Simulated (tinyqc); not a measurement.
Gupta-type many-body potential for a metal: one step, computed by the program tinyqc. Command: `OMP_NUM_THREADS=1 python tinyqc.py 3022943 3022944 out.jsonl gupta walk`. One thread of a shared host (Intel(R) Xeon(R) Processor @ 2.30GHz), about 0.01 s of CPU time with the checks.

E_i = sum_j A exp(-p (r_ij/r0 - 1)) - xi rho_i^gamma, with rho_i = sum_j exp(-2 q (r_ij/r0 - 1)); gamma = 1/2 is the tight-binding second-moment form. The crystal is fcc unless stated; d is the neighbour distance and a fixed number of shells is kept.

Problem. Equilibrium of the fcc crystal. fcc shells: d sqrt(k), k = 1..5, with 12, 6, 24, 12, 24 atoms; Omega = d^3/sqrt2. Equilibrium: dE/dd = 0; B = d^2 E''(d)/(9 Omega).

Inputs (values chosen for the exercise, for a model metal):
```
quantity,value,unit
repulsion A,0.307,eV
hopping xi,1.78,eV
decay p,10.4,-
decay q,3.89,-
reference distance r0,2.775,angstrom
shells kept,1,-
embedding exponent gamma,0.6,-
```

Constants: 1 eV/angstrom^3 = 160.2176634 GPa.

Give: neighbour distance d; lattice constant; cohesive energy E_c; bulk modulus B.

Solution.

neighbour distance d = 2.793 angstrom

lattice constant = 3.950 angstrom

cohesive energy E_c = 4.226 eV

bulk modulus B = 240.1 GPa
